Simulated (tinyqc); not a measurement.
What each parameter does: two-dimensional electron gas with Rashba and Dresselhaus coupling.

H = c k^2/m + al (ky sx - kx sy) + b1 (kx sx - ky sy) + gam kx ky (kx sy - ky sx), s the Pauli matrices, x = [100], c = hbar^2/2m0, b1 = gam (pi/L)^2 (hard walls). H = c k^2/m + B.s, so E = c k^2/m -/+ |B| and the lower state has its spin along -B.

Constants: hbar^2/2m0 = 3.80998211 eV angstrom^2.

Inputs chosen for the exercise (of the size met in GaN; the results hold for these values, not for the real material):
```
symbol  value   unit           meaning
m       0.2146  m0             mass
al      0.0063  eV angstrom    Rashba constant
gam     0       eV angstrom^3  bulk Dresselhaus constant
L       221     angstrom       width of the (001) well
n       5.6     1e11/cm^2      sheet density (one subband filled)
```

Splittings 2|B| at k0 = sqrt(2 pi n) along [100], [110] and [-110], and E0 = c k0^2/m; 1e11/cm^2 = 1e-5/angstrom^2.

Results for these values:
```
case  [100] (meV)  [110] (meV)  [-110] (meV)  E0 (meV)
base       0.2363       0.2363        0.2363      6.25
```

What happens to each result for L = 241 angstrom, all else kept?

Answer: [100] does not change at the printed digits; [110] does not change at the printed digits; [-110] does not change at the printed digits; E0 does not change at the printed digits.

The same for each parameter in turn:
```
case                      [100] (meV)  [110] (meV)  [-110] (meV)  E0 (meV)
base                           0.2363       0.2363        0.2363      6.25
m = 0.23606 m0                 0.2363       0.2363        0.2363      5.68
al = 0.00756 eV angstrom       0.2836       0.2836        0.2836      6.25
gam = 3 eV angstrom^3          0.2374       0.2393        0.2334      6.25
L = 241 angstrom               0.2363       0.2363        0.2363      6.25
n = 8.4 1e11/cm^2              0.2895       0.2895        0.2895      9.37
```

tinyqc: `OMP_NUM_THREADS=1 python tinyqc.py 1451013 1451014 out.jsonl`; about 0.01 s, one thread, shared Intel(R) Xeon(R) Processor @ 2.30GHz.
